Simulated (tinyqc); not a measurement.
What each parameter does: six-band hole subbands of a thin body in a field.

Basis X, Y, Z times spin, hole energies counted downwards from the unstrained edge (the hydrostatic shift is left out), c = hbar^2/2m0. For a symmetric tensor T let C(T) have C_XX = L Txx + M (Tyy + Tzz), C_XY = N Txy (cyclic), L = c (g1 + 4 g2), M = c (g1 - 2 g2), N = 6 c g3. k = q + kz n, n the unit normal, q = k1 u + k2 v with u along the channel [1-10] and v = n x u. H = C(k k^T) + (Dso/3)(1 - L.sigma) - B + e F z with (L_k)_ij = -i epsilon_kij; B is the block C built from the traceless strain with 2b, -b and sqrt(3) d in place of L, M, N. Strain: exx = eyy = (s11 + s12) sx/2, ezz = s12 sx, exy = -s44 sx/4. Hard walls at z = 0 and t; basis sin(j pi z/t), j = 1 to Nz: kz^2 = (j pi/t)^2, kz = -i D with D_jl = 4 j l/(t (j^2 - l^2)), z_jj = t/2 and z_jl = -8 t j l/(pi (j^2 - l^2))^2 for j + l odd; 1 MV/cm = 0.01 eV/angstrom.

Nz = 14. E1 is the top subband at q = 0, gap the distance to the next pair, and the masses are c q^2/(E(q) - E1) at |q| = 0.02 1/angstrom (mean of the spin pair) along the channel [1-10] and across it in the plane; a dash marks a band that does not rise.

Constants: hbar^2/2m0 = 3.80998211 eV angstrom^2.

Parameters, chosen for this exercise (near those of a p-type Ge channel; not measured data): g1 = 13.34 (Luttinger gamma1); g2 = 4.25 (gamma2); g3 = 5.68 (gamma3); Dso = 0.29 eV (spin-orbit splitting); b = -2.57 eV (tetragonal potential); d = -5.37 eV (trigonal potential); S = (9.63, -2.69, 14.83) 1/TPa (compliances s11, s12, s44); face = 110 (surface); t = 50 angstrom (body thickness); F = 0.5 MV/cm (field across the body); sx = 0 GPa (stress along the channel [1-10], negative in compression).

Six bands. Each row changes one parameter from the base and keeps the others.

Results:

| case | E1 (meV) | gap (meV) | m channel (m0) | m across (m0) |
|---|---|---|---|---|
| base | 132.1 | 77.2 | 0.047 | 0.126 |
| t = 40 angstrom | 134.6 | 85.3 | 0.043 | 0.126 |
| F = 0.8 MV/cm | 173.1 | 93.6 | 0.047 | 0.144 |
| sx = -0.5 GPa | 115.0 | 74.7 | 0.044 | 0.144 |
| g3 = 5.28 | 155.1 | 126.8 | 0.052 | 0.100 |
| g2 = 4.89 | 137.9 | 104.3 | 0.056 | 0.104 |
| Dso = 0.435 eV | 137.5 | 89.6 | 0.049 | 0.110 |
| d = -4.3 eV | 132.1 | 77.2 | 0.047 | 0.126 |

The largest shifts from the base row, up to three for each result and ties (the steps differ in size, so this ranks the rows, not the parameters). E1 (meV): F +41.0, g3 +23.0, sx -17.2; unchanged at the printed digits by d. gap (meV): g3 +49.6, g2 +27.0, F +16.4; unchanged at the printed digits by d. m channel (m0): g2 +0.009, g3 +0.005, t -0.004; unchanged at the printed digits by F and d. m across (m0): g3 -0.026, g2 -0.021, sx +0.018, F +0.018; unchanged at the printed digits by t and d.

Computed by tinyqc, a small Python program: `OMP_NUM_THREADS=1 python tinyqc.py 1251320 1251321 out.jsonl` (the numbers bound the seed that draws the inputs); one thread of a shared host (Intel(R) Xeon(R) Processor @ 2.30GHz), about 0.9 s for the whole set of steps.
